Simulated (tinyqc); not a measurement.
Inside a calculation. Method: tight binding, dimerised chain. One step of it, computed by the program tinyqc.

Task: Bloch Hamiltonian at k. H_AA = +delta, H_BB = -delta, H_AB = -t1 - t2 exp(-i k a).

Parameters chosen for this model:
```
parameter     value                      unit
t1         2.050000       eV, inside the cell
t2         0.810000         eV, between cells
delta             0  eV, +/- on the two sites
```

k point k (2 pi / a): 0.030000

Give: H(k) at k.

Result:

H(k) at k (eV):
```
                 A                B
A           0.0000  -2.8457+0.1518i
B  -2.8457-0.1518i           0.0000
```
